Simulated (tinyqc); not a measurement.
Isotherms: adsorption as a lattice gas: isotherms with interactions, competition, desorption peaks and saturation dose. Computed by tinyqc, a small Python program. Command: `OMP_NUM_THREADS=1 python tinyqc.py 3016220 3016221 out.jsonl adsorb walk`. One thread of a shared host (Intel(R) Xeon(R) Processor @ 2.30GHz), about 0.2 s of CPU time with the checks.

One adsorbate per site; a molecule needs 2 empty sites. Gas and surface have the same temperature.

Inputs (values chosen for the exercise, for a model surface):
```
quantity                             value    unit
desorption energy E                   1.83      eV
prefactor nu                       5.3e+13     1/s
pair energy w (positive repels)     0.0064      eV
neighbours z                             3       -
site density N_s                        11  1/nm^2
molecular mass M                        65       u
sticking coefficient s0               0.14       -
temperature T                          687       K
pressure p                         0.00029      Pa
blocking by a second gas, K_B p_B     0.89       -
```

Adsorption: dissociative (second order).

Constants: u = 1.6605390666e-27 kg; k_B = 1.380649e-23 J/K; k_B = 8.617333262e-05 eV/K.

Method. Flux F = p/sqrt(2 pi M k_B T); k_d = nu exp(-E/(k_B T)); 2 s0 F (1 - theta)^2 = N_s k_d theta^2, so y = sqrt(2 s0 F/(N_s k_d)), theta = y/(1 + y). With a second gas on the same sites theta = y/(1 + y + K_B p_B). With u = w/(k_B T). Mean field: theta/(1 - theta) = y exp(-z u theta). Quasi-chemical: theta/(1 - theta) = y [(r - 1 + 2 theta)(1 - theta)/((r + 1 - 2 theta) theta)]^(-z/2) exp(-z u/2), r = sqrt(1 - 4 theta (1 - theta)(1 - exp(-u))).

u = 0.108106

Coverage; the first column is ln y - z u/2:
```
ln y - z u/2  no interaction  mean field  quasi-chemical
-5.0                 0.00786     0.00784         0.00784
-3.0                 0.05531     0.05440         0.05444
-2.0                 0.13731     0.13230         0.13246
-1.0                 0.30199     0.28300         0.28330
-0.5                 0.41633     0.38625         0.38646
0.0                  0.54045     0.50000         0.50000
0.5                  0.65975     0.61375         0.61354
1.0                  0.76172     0.71700         0.71670
2.0                  0.89680     0.86770         0.86754
3.0                  0.95939     0.94560         0.94556
5.0                  0.99430     0.99216         0.99216
```

At half coverage the slope d theta/d ln y is 1/4 without interaction, 1/(4 + z u) = 0.231 in mean field and 0.231 in the pair theory, 1/[4 + 2 z (exp(u/2) - 1)]. Repulsion spreads the filling over a wider range of pressure; the two theories differ by at most 3.0e-4 in these rows.
